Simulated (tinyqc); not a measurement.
Inside a calculation. Method: Pariser-Parr-Pople SCF with singles CI, for the molecule Oc1cc(F)c[cH-]1 (SMILES; centres numbered as the heavy atoms are written). One step of it, computed by the program tinyqc.

Question. Singles CI, singlets. Over the 6 single excitations with the smallest orbital gaps: A = (e_a - e_i) delta + 2 (ia|jb) - (ij|ab), with (pq|rs) = sum c_mp c_mq gamma_mn c_nr c_ns. f = 2/3 w |mu|^2 in atomic units, mu = sqrt2 sum c_ia sum_m c_mi c_ma R_m.

orbital energies (eV): -14.226235  -9.739152  -6.776356  -3.067837  -2.643001  9.289442  9.338228

coefficients:
```
         MO1        MO2        MO3        MO4        MO5        MO6        MO7
1O  0.005615   0.892940  -0.360544  -0.047421  -0.235678  -0.043575  -0.113768
2C  0.013381   0.371381   0.307328   0.108940   0.581238   0.230262   0.603920
3C  0.048141   0.159956   0.408761   0.647985   0.104923   0.166129  -0.588659
4C  0.190964   0.071567   0.432315   0.268902  -0.534991  -0.509056   0.392242
5F  0.979057  -0.037927  -0.134974  -0.057123   0.109515   0.064118  -0.049228
6C  0.047971   0.078954   0.470857  -0.440213  -0.430894   0.623870  -0.032979
7C  0.012288   0.162339   0.426206  -0.544647   0.334262  -0.514800  -0.344171
```

repulsion gamma_rs (eV):
```
           1O         2C         3C         4C         5F         6C         7C
1O  18.750000   8.468712   5.383098   3.840522   2.890791   3.840973   5.383099
2C   8.468712  11.080000   7.537123   5.512400   3.857243   5.513736   7.539155
3C   5.383098   7.537123  11.080000   7.537123   5.429438   5.514437   5.514437
4C   3.840522   5.512400   7.537123  11.080000   8.652663   7.539155   5.513736
5F   2.890791   3.857243   5.429438   8.652663  20.910000   5.429439   3.857701
6C   3.840973   5.513736   5.514437   7.539155   5.429439  11.080000   7.538174
7C   5.383099   7.539155   5.514437   5.513736   3.857701   7.538174  11.080000
```

Centres (angstrom, eV; a flat drawing with bonds scaled to 1.40 angstrom):
```
centre          x          y  core charge z          W   gamma_rr
1O      -2.464000  -0.572000              2  32.610000  18.750000
2C      -1.133000  -0.139000              1  10.990000  11.080000
3C       0.000000  -0.962000              1  10.990000  11.080000
4C       1.133000  -0.139000              1  10.990000  11.080000
5F       2.464000  -0.572000              2  40.040000  20.910000
6C       0.700000   1.192000              1  10.990000  11.080000
7C      -0.700000   1.192000              1  10.990000  11.080000
```

Give: singlet CI matrix; singlet excitation energies; oscillator strengths.

Answer.

singlet CI matrix (eV):
```
         5>6      5>7     4>6      4>7      3>6      3>7
5>6   6.5012  -0.0176  0.0123  -0.8928   0.2597  -0.2262
5>7  -0.0176   6.4868  0.8785  -0.0086  -0.2799  -0.1589
4>6   0.0123   0.8785  6.7326   0.0054   0.2460   0.1154
4>7  -0.8928  -0.0086  0.0054   6.7680   0.2413  -0.2161
3>6   0.2597  -0.2799  0.2460   0.2413   9.8047  -0.0281
3>7  -0.2262  -0.1589  0.1154  -0.2161  -0.0281   9.8323
```

singlet excitation energies (eV): 5.6734  5.6843  7.4967  7.5371  9.8299  9.9041

oscillator strengths: 0.0089  0.0070  0.9716  0.9387  0.0004  0.0053
